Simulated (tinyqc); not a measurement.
Rigid-ion and shell models of the dielectric response of an ionic crystal: one step, computed by the program tinyqc.

Charges +Z and -Z; 6 nearest neighbours, Madelung constant M = 1.747565, volume per ion pair Omega = 2.000000 d^3. Energy per pair U = -M Z^2 e2/d + 6 A exp(-d/rho), e2 = e^2/(4 pi eps_0). In the shell model the anion is a core of charge Y - Z and a massless shell of charge -Y, joined by the spring k; the repulsion acts on the shell. Each ion feels the Lorentz field E + (4 pi/3) P (Gaussian units).

Task: Shell model: electronic response. Eliminating the shell gives the anion polarisability alpha_- = Y^2 e2/(k + R), the Szigeti charge Z_S = Z - Y R/(k + R) and the softened spring R' = k R/(k + R). With b = 4 pi (alpha_+ + alpha_-)/(3 Omega): eps_inf = (1 + 2b)/(1 - b) (Clausius-Mossotti); Born charge Z* = Z_S (eps_inf + 2)/3.

Inputs (values chosen for the exercise, for a model crystal):
```
quantity                       value           unit
ionic charge Z                     1              e
shell charge size Y             2.13              e
core-shell spring k               25  eV/angstrom^2
cation polarisability alpha_+   0.81     angstrom^3
```

Structure: rock salt.

repulsive spring R = 3.253524 eV/angstrom^2

volume Omega = 38.93022 angstrom^3

Constants: e^2/(4 pi eps_0) = 14.39964548 eV angstrom.

Give: anion polarisability alpha_-; Szigeti charge Z_S; softened spring R'; b; eps_inf; Born charge Z*.

Result:

anion polarisability alpha_- = 2.312 angstrom^3

Szigeti charge Z_S = 0.7547 e

softened spring R' = 2.879 eV/angstrom^2

b = 0.3359

eps_inf = 2.518

Born charge Z* = 1.137 e

Overlap pushes the shell back and lowers the effective charge to 75 % of Z; the local field then raises the Born charge to 114 % of Z.
